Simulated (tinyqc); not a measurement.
## p-n diode, drift-diffusion by the Gummel loop with Scharfetter-Gummel fluxes: effect of the SRH lifetime of electrons at fixed bias

Abrupt junction at x = 0, p side from -Lp, n side to Ln, ohmic contacts. psi is counted from the intrinsic level; n = ni exp((psi - phin)/Vt), p = ni exp((phip - psi)/Vt). Contacts: p side psi = V - Vt ln(Na/ni), p = Na, n = ni^2/Na; n side psi = Vt ln(Nd/ni), n = Nd, p = ni^2/Nd. Constant mobilities, D = mu Vt, Boltzmann statistics, SRH recombination through a mid-gap level, U = (n p - ni^2)/(tp (n + ni) + tn (p + ni)). Current is positive from the p contact to the n contact.

ni = sqrt(Nc Nv) exp(-Eg/(2 Vt)), Eg in volts. Poisson and both continuity equations are solved self-consistently with Scharfetter-Gummel fluxes on a graded mesh of 500 nodes. J_scr is q times the integral of U between -xp and xn. Ideal diffusion current J_id = q ni^2 [Dn coth(wp/Le)/(Le Na) + Dp coth(wn/Lh)/(Lh Nd)] (exp(V/Vt) - 1), Le = sqrt(Dn tn), Lh = sqrt(Dp tp), wp = Lp - xp, wn = Ln - xn, with xp and xn from the depletion approximation (W = sqrt(2 eps0 eps_r (Vbi - V)(1/Na + 1/Nd)/q), xp = W Nd/(Na + Nd), xn = W Na/(Na + Nd), Vbi = Vt ln(Na Nd/ni^2)). Ideality factor = 0.004 V/(Vt ln[J(V + 0.004 V)/J(V)]).

Inputs (values chosen for the exercise); band and dielectric values those of a made-up semiconductor: temperature T = 275 K; band gap Eg = 1.07 eV; relative permittivity eps_r = 11.5; conduction-band density of states at T Nc = 2.19e19 cm^-3; valence-band density of states at T Nv = 2.73e19 cm^-3; acceptor density of the p side Na = 9.4e15 cm^-3; donor density of the n side Nd = 1e16 cm^-3; electron mobility mun = 990 cm^2/(V s); hole mobility mup = 460 cm^2/(V s); SRH lifetime of holes tp = 7e-10 s; length of the p side Lp = 0.92 um; length of the n side Ln = 2.4 um; uniform generation rate G = 0 cm^-3 s^-1; bias of the p contact V = 0.44 V.

Constants: q = 1.602176634e-19 C, kB = 1.380649e-23 J/K, Vt = kB T/q, eps0 = 8.8541878128e-14 F/cm where lengths are in cm. Results are converted to the units shown.

Results:

| tn (s) | J (A/cm^2) | ideality factor | J_scr/J (%) | J_id (A/cm^2) | share recombining at the contacts (%) | larger minority/doping at -xp and xn |
|---|---|---|---|---|---|---|
| 1e-11 | 0.282 | 1.54 | 85.2 | 0.0479 | 0.323 | 2.56e-5 |
| 1e-9 | 0.0325 | 1.34 | 60.9 | 0.0128 | 26.5 | 2.88e-5 |
| 1e-8 | 0.0188 | 1.18 | 36.0 | 0.0122 | 47.7 | 2.89e-5 |
| 1e-7 | 0.0145 | 1.08 | 17.6 | 0.0121 | 62.0 | 2.90e-5 |
| 1e-6 | 0.0129 | 1.04 | 7.47 | 0.0121 | 69.9 | 2.90e-5 |
| 1e-5 | 0.0120 | 1.04 | 2.30 | 0.0121 | 75.6 | 2.90e-5 |

Estimate the missing row, tn = 1e-10 s.

Computed row:

| tn (s) | J (A/cm^2) | ideality factor | J_scr/J (%) | J_id (A/cm^2) | share recombining at the contacts (%) | larger minority/doping at -xp and xn |
|---|---|---|---|---|---|---|
| 1e-10 | 0.0850 | 1.48 | 78.4 | 0.0186 | 7.06 | 2.77e-5 |

With this row back in the table: As tn rises from 1e-11 to 1e-5, J falls from 0.282 to 0.0120 A/cm^2, the share of the depleted layer falls from 85.2 to 2.30 % and the share lost at the contacts rises from 0.323 to 75.6 %. The exponent d ln J/d ln tn is -0.52 between the first two rows and -0.03 between the last two. J less J_scr is 3.3 % below J_id in the last row.

Numbers from tinyqc (`OMP_NUM_THREADS=1 python tinyqc.py 2240156 2240157 out.jsonl`; about 0.2 s on one thread of a shared Intel Xeon 2.30GHz).
